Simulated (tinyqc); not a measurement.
# On-chip interconnect, size-dependent resistivity and RC delay: two studies

A rectangular line between two neighbours and two ground planes. Surface and grain-boundary scattering are added to the bulk resistivity as corrections; capacitances are parallel-plate values without fringing; inductance is ignored.

Values chosen for this exercise; metal values close to those of copper: bulk resistivity rho0 = 1.68 uohm cm; bulk mean free path lam = 39.5 nm; specular share of surface scattering ps = 0.5; reflection coefficient of grain boundaries Rg = 0.37; grain size over the metal width gr = 0.7; drawn line width wd = 30 nm; aspect ratio, height over width AR = 2.2; liner on both walls and the bottom, not conducting tl = 2.3 nm; space to the neighbouring lines sp = 30 nm; dielectric height to the planes above and below hd = 63 nm; relative permittivity of the dielectric ek = 2.7; Miller factor of the neighbours Mf = 2; line length Lw = 7.9 um; driver resistance Rd = 5000 ohm; load capacitance Cl = 0.099 fF; bulk resistivity of the second metal (close to iridium) rho2 = 5.08 uohm cm; mean free path of the second metal lam2 = 7.18 nm; liner of the second metal tl2 = 0.6 nm.

Constants: eps0 = 8.8541878128e-12 F/m. Results are converted to the units shown.

Each table varies one quantity; the others keep the values above.

## Delay against the liner thickness

Metal width x = wd - 2 tl, height y = AR wd - tl; grain boundaries (Mayadas-Shatzkes): al = (lam/(gr x)) Rg/(1 - Rg), g = 1/[1 - 3 al/2 + 3 al^2 - 3 al^3 ln(1 + 1/al)] - 1; surfaces (Fuchs-Sondheimer, thick limit): s = (3/8) lam (1 - ps)(1/x + 1/y); rho = rho0 (1 + g + s); r = rho/(x y); c = eps0 ek (2 wd/hd + 2 Mf AR wd/sp). Elmore delay tE = Rd (c Lw + Cl) + r Lw (c Lw/2 + Cl); t50 is the time at which the far end of a ladder of 30 pi sections (half capacitances at both ends, Cl at the far end, a step applied through Rd) reaches half the step; line share r Lw/(Rd + r Lw); estimate 0.69 Rd (c Lw + Cl) + 0.38 r c Lw^2 + 0.69 r Lw Cl.

The same in every row: c (fF/um) = 0.2331.

Result of one run:
```
tl (nm)  rho (uohm cm)  r (ohm/um)  tE (ps)  t50 (ps)  estimate (ps)  line share of the resistance (%)
1.1              5.068       28.09    9.931     6.906          6.866                             4.250
```

What becomes of these results when the liner on both walls and the bottom, not conducting tl is changed from 1.1 to 2.9 nm, all else the same?

Result of the changed run:
```
tl (nm)  rho (uohm cm)  r (ohm/um)  tE (ps)  t50 (ps)  estimate (ps)  line share of the resistance (%)
2.9              5.541       36.28    9.997     6.959          6.916                             5.422
```

The whole series:
```
tl (nm)  rho (uohm cm)  r (ohm/um)  tE (ps)  t50 (ps)  estimate (ps)  line share of the resistance (%)
0                4.835       24.42    9.901     6.883          6.844                             3.715
0.6              4.958       26.32    9.916     6.895          6.856                             3.993
1.1              5.068       28.09    9.931     6.906          6.866                             4.250
1.7              5.212       30.47    9.950     6.922          6.881                             4.593
2.3              5.369       33.18    9.972     6.939          6.897                             4.981
2.9              5.541       36.28    9.997     6.959          6.916                             5.422
3.4              5.698       39.23    10.02     6.978          6.934                             5.837
4                5.904       43.29    10.05     7.004          6.959                             6.401
```

As tl goes from 0 to 4, r rises from 24.4 to 43.3 ohm/um, c stays at 0.233 fF/um and t50 rises from 6.88 to 7.00 ps. t50/tE lies between 0.695 and 0.697, and the estimate is within 0.64 % of t50.

## Two metals against line width

Metal width x = wd - 2 tl, height y = AR wd - tl; grain boundaries (Mayadas-Shatzkes): al = (lam/(gr x)) Rg/(1 - Rg), g = 1/[1 - 3 al/2 + 3 al^2 - 3 al^3 ln(1 + 1/al)] - 1; surfaces (Fuchs-Sondheimer, thick limit): s = (3/8) lam (1 - ps)(1/x + 1/y); rho = rho0 (1 + g + s); r = rho/(x y). The second metal has rho2, lam2 and tl2 in place of rho0, lam and tl; ps, Rg, gr and AR are shared.

Two metals against line width:
```
wd (nm)  rho, first (uohm cm)  rho, second (uohm cm)  r, first (ohm/um)  r, second (ohm/um)  ratio second/first
8                       28.09                  12.71               5400                1099              0.2035
10                      18.47                  11.01               1736               584.7              0.3368
13                      12.57                  9.536              569.0               288.6              0.5072
17                      9.118                  8.432              209.5               145.0              0.6922
22                      7.020                  7.643              87.51               76.88              0.8785
30                      5.369                  6.945              33.18               36.87               1.111
45                      4.024                  6.317              10.30               14.66               1.423
70                      3.145                  5.874              3.170               5.566               1.756
120                     2.521                  5.543             0.8349               1.771               2.122
```

The resistivity of the first metal falls from 28.1 to 2.52 uohm cm and that of the second goes from 12.7 to 5.54 uohm cm as the line widens. The products rho0 lam, which set the size effect, are 66.4 and 36.5 uohm cm nm. The two resistances cross at wd = 25.9 nm: below it the second metal gives the lower line resistance. For widths well under the mean free path the thick-limit surface term is only a guide.

Range of the model: The metal width is under the mean free path, where the thick-limit surface term and the simple sum of corrections lose accuracy.

Program tinyqc, `OMP_NUM_THREADS=1 python tinyqc.py 2100093 2100094 out.jsonl`; Intel Xeon 2.30GHz, shared host, one thread, about 0.01 s.
